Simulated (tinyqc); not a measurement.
# IGBT as a p-i-n diode in series with a MOS channel, on-state and switching loss: effects of single changes

High injection (n = p) in a drift layer from x = -W/2 (anode) to +W/2 (cathode side), recombination only in the layer with lifetime tau, ideal emitters. The channel feeds the cathode side and carries the whole current. Auger recombination, carrier-carrier scattering, emitter losses and the carrier dip under the p body are left out.

Inputs (values chosen for the exercise); material values close to those of silicon:
```
symbol,value,unit,meaning
T,300,K,temperature
Eg,1.13,eV,band gap
Nc,2.76e19,cm^-3,conduction-band density of states at T
Nv,2.63e19,cm^-3,valence-band density of states at T
mn,1400,cm^2/(V s),electron mobility
mp,480,cm^2/(V s),hole mobility
W,110,um,width of the drift layer
Nd,7.2e13,cm^-3,doping of the drift layer
tau,1,us,high-injection lifetime
J,50,A/cm^2,current density
Rch,3.7,mohm cm^2,channel and accumulation resistance
Vdc,600,V,link voltage
ks,0.11,,turn-off energy per stored charge and link voltage
f,20,kHz,switching frequency
```

Constants: q = 1.602176634e-19 C, kB = 1.380649e-23 J/K, Vt = kB T/q. Results are converted to the units shown.

Each table varies one quantity; the others keep the values above.

## Effect of the high-injection lifetime

b = mn/mp, B = (b - 1)/(b + 1), La = sqrt(2 Vt mn mp tau/(mn + mp)), y = W/(2 La). n(x) = (tau J/(2 q La))[cosh(x/La)/sinh y - B sinh(x/La)/cosh y]. Vm = Vt [(8 b/(b + 1)^2)(sinh y/s) arctan(s sinh y) + B ln((1 + B tanh^2 y)/(1 - B tanh^2 y))], s = sqrt(1 - B^2 tanh^2 y); Vj = Vt ln(n(-W/2) n(W/2)/ni^2), ni = sqrt(Nc Nv) exp(-Eg/(2 Vt)), Eg in volts; Vc = J Rch; Von = Vm + Vj + Vc. Stored charge tau J, turn-off energy Eoff = ks tau J Vdc, loss at half duty 0.5 J Von + f Eoff. A unipolar device on the same layer has Vu = J (W/(q mn Nd) + Rch).

The same in every row: Vu (V) = 34.24.

Effect of the high-injection lifetime:
```
tau (us)	y	Von (V)	Eoff (mJ/cm^2)	total loss (W/cm^2)
0.2	2.861	1.503	0.6600	50.77
0.33	2.227	1.225	1.089	52.39
0.53	1.757	1.115	1.749	62.84
0.87	1.372	1.065	2.871	84.05
1.4	1.081	1.048	4.620	118.6
2.3	0.8436	1.047	7.590	178.0
3.8	0.6563	1.057	12.54	277.2
6.1	0.5180	1.071	20.13	429.4
10	0.4046	1.090	33.00	687.3
```

What does the table show?

As tau goes from 0.2 to 10 us, Von goes from 1.50 through a minimum of 1.05 (at tau = 2.3 us among the rows listed) to 1.09 V, Eoff rises from 0.660 to 33.0 mJ/cm^2 and the total loss rises from 50.8 to 687 W/cm^2. Von is below Vu in 9 of the 9 rows. For tau = 6.1 to 10 us the density at the anode passes 2e17 cm^-3, where Auger recombination and emitter losses matter.

## Effect of the switching frequency

Same model as above.

The same in every row: y = 1.279; Von (V) = 1.058; Vu (V) = 34.24; Eoff (mJ/cm^2) = 3.300.

Effect of the switching frequency:
```
f (kHz)	total loss (W/cm^2)
0.3	27.44
0.64	28.56
1.4	31.07
2.9	36.02
6.2	46.91
13	69.35
28	118.8
60	224.4
```

What does the comparison show?

As f goes from 0.3 to 60 kHz, Von stays at 1.06 V, Eoff stays at 3.30 mJ/cm^2 and the total loss rises from 27.4 to 224 W/cm^2. Von is below Vu in 8 of the 8 rows.

## Effect of the current density

Same model as above.

The same in every row: y = 1.279.

Result of one run:
```
J (A/cm^2)	Von (V)	Vu (V)	Eoff (mJ/cm^2)	total loss (W/cm^2)
0.3	0.6095	0.2054	0.01980	0.4874
```

What becomes of these results when the current density J is changed from 0.3 to 31 A/cm^2, all else the same?

Result of the changed run:
```
J (A/cm^2)	Von (V)	Vu (V)	Eoff (mJ/cm^2)	total loss (W/cm^2)
31	0.9629	21.23	2.046	55.84
```

The whole series:
```
J (A/cm^2)	Von (V)	Vu (V)	Eoff (mJ/cm^2)	total loss (W/cm^2)
0.3	0.6095	0.2054	0.01980	0.4874
0.76	0.6593	0.5205	0.05016	1.254
1.9	0.7109	1.301	0.1254	3.183
4.8	0.7695	3.287	0.3168	8.183
12	0.8435	8.218	0.7920	20.90
31	0.9629	21.23	2.046	55.84
78	1.184	53.42	5.148	149.2
200	1.685	137.0	13.20	432.5
500	2.842	342.4	33.00	1370
```

As J goes from 0.3 to 500 A/cm^2, Von rises from 0.609 to 2.84 V, Eoff rises from 0.0198 to 33.0 mJ/cm^2 and the total loss rises from 0.487 to 1370 W/cm^2. Von is below Vu in 7 of the 9 rows. At low current the junction voltage makes the bipolar device the worse one. For J = 0.3 to 0.76 A/cm^2 the injected density falls below 5 Nd somewhere, so high injection is doubtful. For J = 200 to 500 A/cm^2 the density at the anode passes 2e17 cm^-3, where Auger recombination and emitter losses matter.

Computed by the program tinyqc: `OMP_NUM_THREADS=1 python tinyqc.py 2590152 2590153 out.jsonl`, one thread of a shared Intel Xeon 2.30GHz, about 0.01 s for the whole run.
